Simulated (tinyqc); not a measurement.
# Lifetime from the low-frequency admittance

Problem. At low frequency a p+-n diode with a base of width wb has C_diff/G = (tau/2)(1 - 2 x/sinh 2x), x = wb/sqrt(Dp tau). Find tau, x and the limit of C_diff/G for infinite lifetime, wb^2/(3 Dp).

Parameters, values chosen for the exercise:
```
symbol  value    unit                     meaning
Dp        5.6  cm^2/s  hole diffusion coefficient
wb        6.1      um   width of the neutral base
```

G = 4.8217512 S/cm^2
C_diff = 0.096702837 uF/cm^2

Answer. The ratio rises steadily with tau from tau/2 (long base) towards wb^2/(3 Dp) (short base), so one lifetime matches as long as the ratio is below that limit.

tau = 3.000e-7 s
x = 0.4706
limit of C_diff/G = 2.215e-8 s

tinyqc, about 0.01 s, one thread, Intel Xeon 2.30GHz (shared host): `OMP_NUM_THREADS=1 python tinyqc.py 2890163 2890164 out.jsonl`
